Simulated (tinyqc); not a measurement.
## Length offset and series resistance from crossing lines

Question. R_total = Rs + k (L - dL)/Vo with constant Rs, dL and k. Find k, dL and Rs.

R_total at (L, Vo) = (60, 0.45), (120, 0.45), (60, 0.94) and (120, 0.94), L in nm and Vo in V (ohm um): [749.86667, 1309.8667, 551.85106, 819.93617]

Answer. At each overdrive R is a straight line in L with slope k/Vo; the two lines cross at L = dL, R = Rs.

k = 4.200 ohm um V/nm
dL = 19.30 nm
Rs = 370.0 ohm um

Program tinyqc, `OMP_NUM_THREADS=1 python tinyqc.py 2282228 2282229 out.jsonl`; Intel Xeon 2.30GHz, shared host, one thread, about 0.04 s.
